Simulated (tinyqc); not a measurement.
# Changing the pressure p

Model: global model of a low-pressure process discharge: electron temperature, density, ion flux and ion energy. Computed by tinyqc, a small Python program. Command: `OMP_NUM_THREADS=1 python tinyqc.py 3111648 3111649 out.jsonl plasma sweep`. One thread of a shared host (Intel(R) Xeon(R) Processor @ 2.30GHz), about 0.01 s of CPU time with the checks.

Maxwellian electrons with temperature T_e in eV, one positive ion, no negative ions, uniform bulk density n; rate constants have the Arrhenius form.

Inputs (values chosen for the exercise, of the order of those of an inductive discharge in a simple atomic gas):

| quantity | value | unit |
|---|---|---|
| ion mass M | 19 | u |
| ionisation prefactor K0 | 6.1e-14 | m^3/s |
| ionisation energy E_iz | 13.2 | eV |
| excitation prefactor X0 | 1.4e-14 | m^3/s |
| excitation energy E_ex | 9.56 | eV |
| elastic rate constant K_el | 1.4e-13 | m^3/s |
| ion-neutral cross section | 6.3e-19 | m^2 |
| gas temperature T_g | 300 | K |
| radius R | 19 | cm |
| height L | 17 | cm |
| absorbed power P | 310 | W |
| bias power P_b | 15 | W |
| radius of the biased electrode | 7.5 | cm |
| bias frequency | 2 | MHz |

Constants: k_B = 1.380649e-23 J/K; e = 1.602176634e-19 C; u = 1.6605390666e-27 kg; m_0 = 9.1093837015e-31 kg; eps_0 = 8.8541878128e-12 F/m.

Method:
- n_g = p/(k_B T_g); lambda_i = 1/(n_g sigma); h_L = 0.86/sqrt(3 + L/(2 lambda_i)), h_R = 0.8/sqrt(4 + R/lambda_i); A_eff = 2 pi R^2 h_L + 2 pi R L h_R; d_eff = pi R^2 L/A_eff.
- Particle balance: K0 exp(-E_iz/T_e) n_g d_eff = u_B, u_B = sqrt(e T_e/M).
- Root found by bracketing.
- E_c = E_iz + (X0 exp(-E_ex/T_e) E_ex + K_el (3 m_0/M) T_e)/K_iz; wall potential V_s = (T_e/2) ln(M/(2 pi m_0)); E_T = E_c + 2 T_e + T_e/2 + V_s; n = P/(e u_B A_eff E_T); ion current density J = e h_L n u_B; ionised share n/n_g.
- All bias power goes to ions: V_b = P_b/(J pi r^2). Debye length at the sheath edge lambda_D = sqrt(eps_0 T_e/(e h_L n)); Child-law sheath s = (sqrt2/3) lambda_D (2 V/T_e)^(3/4), V = V_b + V_s; ion transit time tau_i = 3 s sqrt(M/(2 e V)); collisions in the sheath s/lambda_i.

One run for each value:

| pressure p (Pa) | T_e (eV) | plasma density n (1/cm^3) | ion current density J (mA/cm^2) | s/lambda_i |
|---|---|---|---|---|
| 0.10 | 3.5067 | 6.7884e+10 | 1.9050 | 8.3776e-03 |
| 0.19 | 2.8405 | 9.2356e+10 | 2.0690 | 1.4027e-02 |
| 0.38 | 2.3408 | 1.2716e+11 | 2.1475 | 2.6109e-02 |
| 0.73 | 1.9972 | 1.7031e+11 | 2.1191 | 4.9765e-02 |
| 1.40 | 1.7362 | 2.2386e+11 | 1.9939 | 1.0049e-01 |
| 2.70 | 1.5313 | 2.8574e+11 | 1.7832 | 2.1755e-01 |
| 5.30 | 1.3647 | 3.4949e+11 | 1.4990 | 5.1834e-01 |
| 10.00 | 1.2377 | 3.9595e+11 | 1.1892 | 1.2803e+00 |
| 20.00 | 1.1236 | 4.1010e+11 | 0.8346 | 3.9108e+00 |

Over the rows, T_e (eV) falls from 3.51 to 1.12 (exponent d ln y / d ln x -0.33 between the first rows and -0.14 between the last); plasma density n (1/cm^3) rises from 6.79e10 to 4.10e11 (exponent d ln y / d ln x 0.48 between the first rows and 0.051 between the last); ion current density J (mA/cm^2) goes from 1.91 through a maximum among these rows, 2.15 at 0.380, to 0.835.

Caution (rows 2.70, 5.30, 10.0, 20.0): at so short an ion path the formulas for h_L and h_R give way to the ambipolar-diffusion limit.

Extremes, crossings and ranges named in words are read from the listed rows.
